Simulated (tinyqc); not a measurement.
Two-valley model of the transferred-electron effect: one step, computed by the program tinyqc. Command: `OMP_NUM_THREADS=1 python tinyqc.py 3025380 3025381 out.jsonl gunn walk`. One thread of a shared host (Intel(R) Xeon(R) Processor @ 2.30GHz), about 0.01 s of CPU time with the checks.

Both kinds of valley share one electron temperature T_e, and each has a constant mobility.

Task: Does a domain form? Space charge grows at the rate n e |mu_d|/(eps eps_0) during the transit time L/v, with v the valley velocity; Kroemer's criterion asks n L > eps eps_0 v/(e |mu_d|). Transit frequency v/L.

Inputs (values chosen for the exercise, modelled on GaAs):
```
quantity,value,unit
lattice temperature T,350,K
doping n,2e+15,1/cm^3
device length L,11,micrometre
permittivity eps,12.9,-
```

Solver: damped fixed point.

valley velocity = 1.805046 1e7 cm/s

most negative differential mobility = -226.5958 cm^2/(V s)

Constants: eps_0 = 8.8541878128e-12 F/m; e = 1.602176634e-19 C.

Give: critical n L; n L of the device; transit frequency.

Result:

critical n L = 5.6789e+11 1/cm^2

n L of the device = 2.20e+12 1/cm^2

transit frequency = 16.410 GHz

n L is 3.87 times the critical product: a domain can mature if the bias field lies in the region of negative slope.
